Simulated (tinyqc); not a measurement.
Quarter-wave Bragg mirror and the threshold of a vertical cavity: effect of the index contrast.

N pairs of lossless layers, each a quarter wave thick at lam, in the order nH, nL from the incident medium n0 to the exit medium ns; normal incidence, no dispersion. At wavelength lam + dw each layer has the phase d = (pi/2) lam/(lam + dw) and the matrix [[cos d, i sin d/n], [i n sin d, cos d]].

At the design wavelength Y = ns (nH/nL)^(2 N), T0 = 4 n0 Y/(n0 + Y)^2; stop band, to first order in its width, (4 lam/pi) arcsin((nH - nL)/(nH + nL)); layer thicknesses lam/(4 n). N99 is the number of pairs, not rounded, for T0 = 1 %; Lp = lam/(4 (nH - nL)).

Inputs (values chosen for the exercise); indices close to those of silicon and silicon dioxide:
- lam = 1550 nm (design wavelength)
- nH = 3.498 (high index)
- N = 3 (number of pairs)
- n0 = 1 (index of the incident medium)
- ns = 1.5 (index of the exit medium)

Results:
```
nL    T0 (%)  stop band (nm)    N99  Lp (nm)
2.1    11.74           498.1  5.469    277.2
2.31   19.86           406.5  6.725    326.2
2.52   31.19           322.2  8.509    396.2
2.73   45.51           244.0  11.26    504.6
2.94   61.63           171.3  16.06    694.4
3.36   90.22           39.71  69.33     2808
```

Estimate the missing row, nL = 3.15.

Computed row:
```
nL    T0 (%)  stop band (nm)    N99  Lp (nm)
3.15   77.39           103.4  26.63     1114
```

With this row back in the table: As nL nears nH = 3.498, the stop band falls from 498 to 39.7 nm, N99 rises from 5.47 to 69.3 and Lp rises from 277 to 2810 nm. The product of stop band and Lp changes only from 1.38e5 to 1.12e5 nm^2.

tinyqc, about 0.01 s, one thread, Intel Xeon 2.30GHz (shared host): `OMP_NUM_THREADS=1 python tinyqc.py 2650103 2650104 out.jsonl`
